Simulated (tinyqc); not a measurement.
Layer from its matrix.

Inverse problem. For (psi, psi'/m) a flat barrier below its edge has M = [[cosh Kd, (m/K) sinh Kd], [(K/m) sinh Kd, cosh Kd]], K = sqrt(m (U - E)/C), C = hbar^2/(2 m0). Its width is d = 0.5 nm. Find K, m and U.

Values chosen for this exercise:
- E = 0.645 eV (electron energy)

Constants: q = 1.602176634e-19 C, hbar = 1.054571817e-34 J s, m0 = 9.1093837015e-31 kg, hbar^2/(2 m0) = 0.0380998212 eV nm^2. Results are converted to the units shown.

M of the layer (M12 in nm, M21 in 1/nm):
```
	1	2
1	1.2659391	0.076101677
2	7.9183782	1.2659391
```

Answer. K = arcosh(M11)/d, m/K = sqrt(M12/M21), and U = E + C K^2/m.

K = 1.428 1/nm
m = 0.1400 m0
U = 1.200 eV

Numbers from tinyqc (`OMP_NUM_THREADS=1 python tinyqc.py 2560112 2560113 out.jsonl`; about 0.01 s on one thread of a shared Intel Xeon 2.30GHz).
